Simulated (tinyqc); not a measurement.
# An infinitely deep well in a field (quantum-confined Stark shift), Airy functions: the Stark shift against field

Hard walls at x = -L/2 and +L/2; between them U(x) = -F x (eV, zero at the centre). C = hbar^2/(2 m0), e = (C F^2/m1)^(1/3), z1 = (F L/2 - E)/e at the left wall and z2 = (-F L/2 - E)/e at the right wall. Levels are the roots of D(E) = Ai(z1) Bi(z2) - Ai(z2) Bi(z1).

Exact shifts E_n(F) - E_n(0) from the roots of D; <x> = -dE_1/dF. E_n(0) = C (n pi/L)^2/m1; second-order shift m1 F^2 L^4 (1 - 15/(pi n)^2)/(48 C pi^2 n^2).

Inputs (values chosen for the exercise): mass m1 = 0.086 m0; well width L = 5.8 nm.

Constants: q = 1.602176634e-19 C, hbar = 1.054571817e-34 J s, m0 = 9.1093837015e-31 kg, hbar^2/(2 m0) = 0.0380998212 eV nm^2. Results are converted to the units shown.

The Stark shift against field:

| F (V/nm) | F L/E_1(0) | shift of level 1 (meV) | second order, 1 (meV) | shift of level 2 (meV) | second order, 2 (meV) | <x> of level 1 (nm) |
|---|---|---|---|---|---|---|
| 0.022 | 0.9817 | -1.354 | -1.357 | 0.4021 | 0.4045 | 0.1229 |
| 0.028 | 1.249 | -2.191 | -2.197 | 0.6488 | 0.6553 | 0.1560 |
| 0.036 | 1.606 | -3.614 | -3.632 | 1.066 | 1.083 | 0.1998 |
| 0.047 | 2.097 | -6.139 | -6.191 | 1.795 | 1.846 | 0.2590 |
| 0.06 | 2.677 | -9.952 | -10.09 | 2.876 | 3.009 | 0.3273 |
| 0.077 | 3.436 | -16.25 | -16.62 | 4.602 | 4.956 | 0.4131 |
| 0.099 | 4.418 | -26.50 | -27.47 | 7.258 | 8.192 | 0.5174 |
| 0.13 | 5.801 | -44.65 | -47.37 | 11.51 | 14.13 | 0.6504 |
| 0.16 | 7.140 | -65.89 | -71.75 | 15.78 | 21.40 | 0.7634 |

The shift of level 1 falls from -1.35 to -65.9 meV, as F^(2.00) between the first two rows and F^(1.87) between the last two (second order: power 2). Second order is 0.19 % above it in size in the first row and 8.9 % above it in the last. The shift of level 2 rises from 0.402 to 15.8 meV.

Program tinyqc, `OMP_NUM_THREADS=1 python tinyqc.py 2580022 2580023 out.jsonl`; Intel Xeon 2.30GHz, shared host, one thread, about 0.02 s.
